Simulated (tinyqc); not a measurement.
Gated graphene, quantum capacitance: one step of the calculation.

phi is the Fermi level above the Dirac point, in volts; Vg is counted from the gate voltage of charge neutrality. Ideal linear bands, no charge puddles.

Question. New phi. N0 = (2/pi)(kB T/(hbar vF))^2; n = N0 F1(phi/Vt), p = N0 F1(-phi/Vt), F1(e) = int_0^infinity u du/(1 + exp(u - e)) = -Li2(-exp(e)); Cq = q d(n - p)/dphi = (q N0/Vt) ln[2 (1 + cosh(phi/Vt))]. Newton: f = phi + q (n - p + Dit phi)/Cox - Vg, phi(new) = phi - f/(1 + (Cq + q Dit)/Cox).

Inputs (values chosen for the exercise); values close to those of graphene:
- T = 300 K (temperature)
- vF = 9.85e5 m/s (Fermi velocity)
- Dit = 0 cm^-2 eV^-1 (density of traps)
- Vg = 1.44 V (gate voltage)

Constants: q = 1.602176634e-19 C, kB = 1.380649e-23 J/K, hbar = 1.054571817e-34 J s, Vt = kB T/q. Results are converted to the units shown.

phi after iteration 1 = 1.2652299 V
Cox = 6.4635571 uF/cm^2

Find: n; p; Cq; f; phi after iteration 2.

Answer.

n = 1.214e14 cm^-2
p = 5.628e-11 cm^-2
Cq = 30.70 uF/cm^2
f = 2.834 V
phi after iteration 2 = 0.7723 V

Numbers from tinyqc (`OMP_NUM_THREADS=1 python tinyqc.py 2200019 2200020 out.jsonl`; about 0.01 s on one thread of a shared Intel Xeon 2.30GHz).
